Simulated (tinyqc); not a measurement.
What moves the results: deformation-potential model of the Delta valleys of a conduction band. A value that a table varies takes the place of the one given here.

Valleys with axes along x, y and z, each a pair at +k and -k. Herring-Vogt shift of a valley with unit axis a: dE = Xd tr(e) + Xu a.e.a. Non-degenerate shares n_i = exp(-dE_i/kT)/sum_j exp(-dE_j/kT). Inverse mass tensor of a valley: (1 - a a)/mt + a a/ml; the masses are taken as independent of strain.

s11 = (C11 + C12)/((C11 - C12)(C11 + 2 C12)), s12 = -C12/((C11 - C12)(C11 + 2 C12)), s44 = 1/C44; exx = s11 sxx + s12 (syy + szz) and cyclic, exy = s44 sxy/2; tension is positive. A uniaxial stress X along the unit vector n is s_ij = X n_i n_j.

Constants: kB = 8.617333262e-05 eV/K.

Parameters, chosen for this exercise (near those of Si; shifted at random, so the results belong to these values and not to a real crystal): ml = 0.95 m0 (longitudinal mass); mt = 0.189 m0 (transverse mass); Xd = 1.15 eV (dilation potential); Xu = 9.4 eV (uniaxial potential); C11 = 168.2 GPa; C12 = 62 GPa; C44 = 77.4 GPa; load = uniaxial [110] (kind of stress); T = 200 K (temperature); X1 = 0.8 GPa (size of the stress); X = -0.83 GPa (stress).

## Sweep of a uniaxial [110] stress

m_c = 1/(u.M.u) along [100] with M = sum_i n_i (inverse mass tensor); gain against zero stress at a fixed scattering time.

Results:
```
X (GPa),spread (meV),lowest edge (meV),n x,n y,n z,m_c (m0),gain (%)
-3.00,132.8,-88.2,0.500,0.500,0.000,0.3152,-18.2
-1.50,66.4,-44.1,0.495,0.495,0.011,0.3131,-17.6
-0.60,26.6,-17.6,0.452,0.452,0.097,0.2961,-12.9
0.00,0.0,0.0,0.333,0.333,0.333,0.2579,0.0
0.60,26.6,-8.9,0.150,0.150,0.700,0.2148,20.0
1.50,66.4,-22.3,0.020,0.020,0.959,0.1921,34.2
3.00,132.8,-44.5,0.000,0.000,0.999,0.1891,36.4
```

What can be read from the table?

Along [100] the gain is -18.2 % at -3.00 GPa and +36.4 % at 3.00 GPa. The slope at zero stress (from +/- 0.001 GPa), +31.2 % per GPa, carried to the ends would give -94 and +94 %; the response falls behind at both ends, as it saturates once the spread passes a few kT (kT = 17.2 meV, spread up to 133 meV).

## Gain for each load and current direction

Each load has the size X1. Gain m_c(0)/m_c - 1 in per cent from repopulation alone, m_c = 1/(u.M.u), M = sum_i n_i (inverse mass tensor); biaxial means sxx = syy.

Gain (%); + is tension, - compression:
```
load,[100],[010],[001],[110],[1-10],[111]
uniaxial [110] (+),25.3,25.3,-50.6,25.3,25.3,0.0
uniaxial [110] (-),-14.9,-14.9,29.8,-14.9,-14.9,0.0
uniaxial [100] (+),35.5,-17.8,-17.8,8.9,8.9,0.0
uniaxial [100] (-),-69.4,34.7,34.7,-17.3,-17.3,0.0
uniaxial [111] (+),0.0,0.0,0.0,0.0,0.0,0.0
uniaxial [111] (-),0.0,0.0,0.0,0.0,0.0,0.0
biaxial (001) (+),34.7,34.7,-69.4,34.7,34.7,0.0
biaxial (001) (-),-17.8,-17.8,35.5,-17.8,-17.8,0.0
```

What does this show, and why?

The largest gain is +35.5 %, for uniaxial [100] (+) with the current along [100] and biaxial (001) (-) with the current along [001]; for a [110] channel it is +34.7 %, under biaxial (001) (+). No gain or loss appears under uniaxial [111]: the valleys stay equivalent (in real silicon shear also changes the masses, which this model leaves out).

## Temperature and repopulation

The load is fixed; m_c along [100] as 1/(u.M.u).

Results:
```
T (K),kT (meV),n x,n y,n z,m_c (m0)
50,4.31,0.500,0.500,0.000,0.3153
77,6.64,0.499,0.499,0.002,0.3149
150,12.93,0.486,0.486,0.028,0.3094
225,19.39,0.465,0.465,0.070,0.3012
300,25.85,0.446,0.446,0.108,0.2941
400,34.47,0.427,0.427,0.147,0.2871
500,43.09,0.412,0.412,0.176,0.2822
```

What can be read from the table?

The largest share falls from 0.500 at 50 K to 0.412 at 500 K (equal shares: 0.333); m_c goes from 0.3153 to 0.2822, against 0.2579 without stress. Only spread/kT enters, so the small-stress response goes as 1/T.

## What each parameter does

Spread of the valley edges, lowest edge, largest share and m_c along [100]. Each row changes one parameter from the base and keeps the others.

Results:
```
case,spread (meV),lowest edge (meV),largest share,m_c (m0)
base,36.73,-24.41,0.4720,0.3039
ml = 1.14 m0,36.73,-24.41,0.4720,0.3117
mt = 0.151 m0,36.73,-24.41,0.4720,0.2504
Xd = 1.38 eV,36.73,-25.06,0.4720,0.3039
Xu = 11.28 eV,44.08,-28.64,0.4813,0.3076
C11 = 134.56 GPa,53.76,-31.67,0.4892,0.3108
C12 = 49.6 GPa,32.89,-24.26,0.4655,0.3014
C44 = 61.92 GPa,36.73,-24.41,0.4720,0.3039
X = -0.996 GPa,44.08,-29.29,0.4813,0.3076
T = 160 K,36.73,-24.41,0.4832,0.3083
```

How do the results move?

The largest shifts from the base row, up to three for each result and ties (the steps differ in size, so this ranks the rows, not the parameters). spread (meV): C11 +17.03, X +7.35, Xu +7.35; unchanged at the printed digits by ml, mt, Xd, C44 and T. lowest edge (meV): C11 -7.26, X -4.88, Xu -4.23; unchanged at the printed digits by ml, mt, C44 and T. largest share: C11 +0.0172, T +0.0112, Xu +0.0094, X +0.0094; unchanged at the printed digits by ml, mt, Xd and C44. m_c (m0): mt -0.0535, ml +0.0078, C11 +0.0069; unchanged at the printed digits by Xd and C44. Xd moves all valleys together, so it shifts the edge and nothing else.

tinyqc: `OMP_NUM_THREADS=1 python tinyqc.py 1080716 1080717 out.jsonl`; about 0.03 s, one thread, shared Intel(R) Xeon(R) Processor @ 2.30GHz.
